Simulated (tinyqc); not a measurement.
## Field length and prefactor from two substrate currents

Inverse problem. For Em = (Vd - Vdsat)/l, Isub/Id = (Ai/Bi)(Vd - Vdsat) exp(-Bi l/(Vd - Vdsat)), and l = sqrt(3 tox xj). Find l, Ai and xj.

Inputs (values chosen for the exercise):
- tox = 27 nm (oxide thickness)
- Bi = 1.72 MV/cm (ionisation field)

Isub/Id at Vd - Vdsat = 3.5 and 4.7 V: 2.27849376e-4  0.00372627326

Solution. ln[Isub/(Id (Vd - Vdsat))] is linear in 1/(Vd - Vdsat) with slope -Bi l.

l = 199.2 nm
Ai = 2.000e6 1/cm
xj = 490.0 nm

Program tinyqc, `OMP_NUM_THREADS=1 python tinyqc.py 2550126 2550127 out.jsonl`; Intel Xeon 2.30GHz, shared host, one thread, about 0.01 s.
